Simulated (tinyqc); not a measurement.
Inside a calculation. Method: Luttinger-Kohn k.p, four valence bands. One step of it, computed by the program tinyqc.

Question. Bloch Hamiltonian at k. P = c g1 k^2, Q = c g2 (kx^2 + ky^2 - 2 kz^2), R = c sqrt3 [-g2 (kx^2 - ky^2) + 2i g3 kx ky], S = 2 c sqrt3 g3 (kx - i ky) kz, c = hbar^2/2m = 3.809982 eV angstrom^2; rows [P+Q, -S, R, 0], [-S*, P-Q, 0, R], [R*, 0, P-Q, S], [0, R*, S*, P+Q]. The path ends lie at |k| = 0.05 1/angstrom.

Luttinger parameters chosen for this model; energies are counted downward from the top of the valence band:
```
parameter      value  unit
g1         11.860000
g2          2.890000
g3          4.250000
```

k point k (1/angstrom): 0.046000  0.019000  0.027000

Give: H(k) at k.

Answer.

H(k) at k (eV):
```
                3/2            1/2           -1/2           -3/2
3/2           0.156  -0.070+0.029i  -0.033+0.049i          0.000
1/2   -0.070-0.029i          0.134          0.000  -0.033+0.049i
-1/2  -0.033-0.049i          0.000          0.134   0.070-0.029i
-3/2          0.000  -0.033-0.049i   0.070+0.029i          0.156
```
